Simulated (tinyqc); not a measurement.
Worked calculation: Hueckel theory of the pi electrons, for the molecule Bc1cc[nH]c1 (SMILES; centres numbered as the heavy atoms are written). One step of it, computed by the program tinyqc.

Task: Energy, charges, bond orders. E = sum n x; q_r = z_r - P_rr; bond order p = P_rs; free valence = sqrt(3) - sum of p over the bonds of the atom.

x values: 2.423873  1.266239  0.659174  -0.746005  -1.163967  -1.879315

occupations: 2.000000  2.000000  2.000000  0.000000  0.000000  0.000000

charge and bond-order matrix P, lower triangle:
```
           1B         2C         3C         4C        5N        6C
1B   0.139595
2C   0.390118   1.135320
3C   0.121671   0.521241   1.097240
4C  -0.113557  -0.114064   0.796737   1.032490
5N  -0.114176  -0.201490  -0.203198   0.450654  1.663918
6C   0.258412   0.710067  -0.167237  -0.367639  0.511077  0.931436
```

Centres:
```
centre  z_r, pi electrons of the neutral centre          h
1B                                            0  -0.940000
2C                                            1   0.000000
3C                                            1   0.000000
4C                                            1   0.000000
5N                                            2   1.500000
6C                                            1   0.000000
```

Bonds:
```
i  j         k
1  2  0.750000
2  3         1
3  4         1
4  5  0.880000
5  6  0.880000
6  2         1
```

Give: pi energy = 6 alpha + this times beta; pi charges; Bond orders and lengths from R = 1.517 - 0.180 p; free valence of the carbons; gap between the highest filled and the next level.

Result:

pi energy = 6 alpha + this times beta = 8.699

pi charges: 1B -0.140, 2C -0.135, 3C -0.097, 4C -0.032, 5N 0.336, 6C 0.069

Bond orders and lengths from R = 1.517 - 0.180 p (angstrom, C-C alone):
```
bond      p      R
1-2   0.390      -
2-3   0.521  1.423
3-4   0.797  1.374
4-5   0.451      -
5-6   0.511      -
6-2   0.710  1.389
```

free valence of the carbons: 2C 0.111, 3C 0.414, 4C 0.485, 6C 0.511

gap between the highest filled and the next level = 1.405 |beta|
